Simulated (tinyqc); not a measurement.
Convergence with the basis: effective-mass impurity with a central-cell term, in a basis of Slater functions. Computed by tinyqc, a small Python program. Command: `OMP_NUM_THREADS=1 python tinyqc.py 3006201 3006202 out.jsonl centralcell walk`. One thread of a shared host (Intel(R) Xeon(R) Processor @ 2.30GHz), about 0.01 s of CPU time with the checks.

The envelope obeys H = -nabla^2 - (2/r) [Z + A exp(-kappa r)] in effective units, with kappa = a*/lambda; positive A deepens the well near the core.

Inputs (values chosen for the exercise, with mass and screening modelled on InAs): effective mass m = 0.025 m_0; dielectric constant eps = 14.6; charge Z of the core = 1; central-cell strength A = 10; central-cell range lambda = 2.1 angstrom; smallest exponent zeta_1 = 0.54 1/a*; ratio beta of exponents = 2.9.

Impurity: donor, one isotropic band.

Constants: Ry = 13.605693123 eV; a_0 = 0.529177210903 angstrom.

Method:
- Units: Ry* = Ry m/eps^2 and a* = a_0 eps/m, with m in m_0.
- kappa = a*/lambda; the hydrogenic ground state is bound by Z^2 Ry*.
- For s functions exp(-zeta r), with s = zeta_i + zeta_j: S = 2/s^3, T = zeta_i zeta_j S, V = -2 Z/s^2, W = -2 A/(s + kappa)^2; each function is normalised by dividing by sqrt(S_ii S_jj).
- Large basis: zeta_i = 0.06 x 1.6^(i-1), i = 1..22, same formulas; for p functions r exp(-zeta r): S = 24/s^5, T = zeta_i zeta_j S (centrifugal term included), V = -12 Z/s^4, W = -12 A/(s + kappa)^4; overlap eigenvalues below 1e-11 are dropped.
- Binding energies are -E Ry*; the effective quantum number is nu = Z/sqrt(-E); |psi(0)|^2 is given relative to the hydrogenic Z^3/(pi a*^3).
- zeta_i = zeta_1 beta^(i-1), i = 1..n.
- The error is the lowest level above the large-basis value.

kappa = 147.162 1/a*

Ry* = 1.59571 meV

1s binding energy = 1.60193 meV

Error of the 1s level:
```
n  error (meV)  largest exponent (1/a*)
1      0.34296               5.4000e-01
2      0.08019               1.5660e+00
3      0.05699               4.5414e+00
4      0.04981               1.3170e+01
5      0.04929               3.8193e+01
6      0.04866               1.1076e+02
7      0.04857               3.2120e+02
8      0.04854               9.3149e+02
```

What follows from these numbers?

The error falls from 0.343 to 0.0485 meV. The last function changes it by less than 5 %: it has levelled off, and what remains is set by beta and zeta_1, not by the range of exponents.

Extremes, crossings and ranges named in words are read from the listed rows.
